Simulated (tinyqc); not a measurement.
One-dimensional ballistic tunnel FET, two-band WKB: effect of the screening length.

A p-type source for x < 0 with its Fermi level at 0 and its valence edge at ds; in the channel the bands fall as D exp(-x/lam) towards their flat values, with the conduction edge at Ec = ds - dP and D = dP + Eg. The gate moves dP one to one. The drain Fermi level lies at -Vd and the drain side reflects nothing. For w = E - Ec between 0 and dP an electron crosses the gap. Two-band dispersion with equal masses m: inside the gap kappa = sqrt(m u (1 - u/Eg)/C), u the distance from a band edge, C = hbar^2/(2 m0).

S(w) = 2 lam int_0^Eg kappa(u) du/(w + Eg - u) = 2 pi lam sqrt(m/(C Eg)) [w + Eg/2 - sqrt(w (w + Eg))], T(w) = exp(-S). I = g (2 q^2/h) int_0^dP T(w) [f(E) - f(E + Vd)] dw, E = ds - dP + w, f(x) = 1/(1 + exp(x/Vt)). Swing = d(dP)/d(log10 I).

Parameters, values chosen for the exercise; band and dielectric values those of a made-up semiconductor: temperature T = 350 K; band gap Eg = 0.398 eV; band-edge mass of the two-band model m = 0.025 m0; source valence edge above the source Fermi level ds = 0.1 eV; drain bias Vd = 0.3 V; number of degenerate subbands (spin apart) g = 2; tunnelling window Ev(source) - Ec(channel) dP = 0.47 eV.

Constants: q = 1.602176634e-19 C, kB = 1.380649e-23 J/K, hbar = 1.054571817e-34 J s, h = 6.62607015e-34 J s, m0 = 9.1093837015e-31 kg, Vt = kB T/q, hbar^2/(2 m0) = 0.0380998212 eV nm^2. Results are converted to the units shown.

Results:
```
lam (nm)  T(w = dP)  I (uA)  swing (mV/decade)
1            0.7832   29.71               1482
3            0.4805   13.12              653.7
4            0.3764   8.884              531.0
5            0.2948   6.079              453.6
6            0.2309   4.196              399.7
7            0.1808   2.917              359.7
8            0.1416   2.042              328.5
```

Estimate the missing row, lam = 2 nm.

Computed row:
```
lam (nm)  T(w = dP)  I (uA)  swing (mV/decade)
2            0.6135   19.60              883.0
```

With this row back in the table: I falls from 29.7 to 2.04 uA, on average 0.166 decades a nanometre; S is proportional to lam, and at w = dP it gives 0.106. The swing falls from 1480 to 328 mV/decade. In every row S at w = dP is below 2, where a WKB prefactor of 1 is a rough guess.

tinyqc, about 0.01 s, one thread, Intel Xeon 2.30GHz (shared host): `OMP_NUM_THREADS=1 python tinyqc.py 2620086 2620087 out.jsonl`
